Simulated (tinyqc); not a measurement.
p-n diode with diffusion and depletion-layer recombination: one step of the calculation.

Abrupt junction in the depletion approximation, low injection, full ionisation, neutral widths fixed, ohmic contact on the p side. Vj is the junction voltage; where a series resistance Rs is given, V = Vj + J Rs is the terminal voltage.

Question. Recombination in the depleted layer. ni = sqrt(Nc Nv) exp(-Eg/(2 Vt)), Eg in volts. Vbi = Vt ln(Na Nd/ni^2), W = sqrt(2 eps0 eps_r (Vbi - Vj)(1/Na + 1/Nd)/q), xp = W Nd/(Na + Nd), xn = W Na/(Na + Nd); u(x) = q Na (x + xp)^2/(2 eps0 eps_r) for x < 0 and Vbi - Vj - q Nd (xn - x)^2/(2 eps0 eps_r) for x > 0; p = Na exp(-u/Vt), n = Nd exp((u - Vbi + Vj)/Vt); U = ni^2 (exp(Vj/Vt) - 1)/(tp (n + ni exp(Et/Vt)) + tn (p + ni exp(-Et/Vt))); J_scr = q times the integral of U from -xp to xn. Trapezoid rule on 15 equal steps.

Values chosen for this exercise; band and dielectric values close to those of germanium:
```
symbol,value,unit,meaning
T,250,K,temperature
Eg,0.654,eV,band gap
eps_r,16,,relative permittivity
Nc,7.99e18,cm^-3,conduction-band density of states at T
Nv,4.62e18,cm^-3,valence-band density of states at T
Na,2.2e17,cm^-3,acceptor density
Nd,1.5e16,cm^-3,donor density
tn,3e-7,s,electron lifetime
tp,1e-9,s,hole lifetime
Et,0,eV,trap level above the intrinsic level
Vj,0.19,V,junction voltage at which recombination is evaluated
```

Constants: q = 1.602176634e-19 C, kB = 1.380649e-23 J/K, Vt = kB T/q, eps0 = 8.8541878128e-14 F/cm where lengths are in cm. Results are converted to the units shown.

Find: W; x; u; n; p; U; J_scr.

Answer.

W = 182.0 nm

```
point  x (nm)   u (V)  n (cm^-3)  p (cm^-3)  U (cm^-3 s^-1)
0       -11.6  0.0000   7.429e10   2.200e17        2.476e17
1         0.5  0.0183   1.736e11   9.413e16        5.787e17
2        12.7  0.0520   8.311e11   1.967e16        2.770e18
3        24.8  0.0833   3.542e12   4.614e15        1.180e19
4        36.9  0.1120   1.345e13   1.216e15        4.475e19
5        49.1  0.1382   4.544e13   3.596e14        1.507e20
6        61.2  0.1620   1.368e14   1.195e14        4.483e20
7        73.3  0.1832   3.666e14   4.458e13        1.150e21
8        85.5  0.2019   8.749e14   1.868e13        2.352e21
9        97.6  0.2182   1.859e15   8.790e12        3.292e21
10      109.7  0.2319   3.519e15   4.644e12        3.037e21
11      121.9  0.2432   5.931e15   2.756e12        2.262e21
12      134.0  0.2519   8.901e15   1.836e12        1.647e21
13      146.2  0.2582   1.189e16   1.374e12        1.279e21
14      158.3  0.2619   1.415e16   1.155e12        1.092e21
15      170.4  0.2632   1.500e16   1.090e12        1.035e21
```

J_scr = 0.003362 A/cm^2

tinyqc, about 0.01 s, one thread, Intel Xeon 2.30GHz (shared host): `OMP_NUM_THREADS=1 python tinyqc.py 2260029 2260030 out.jsonl`
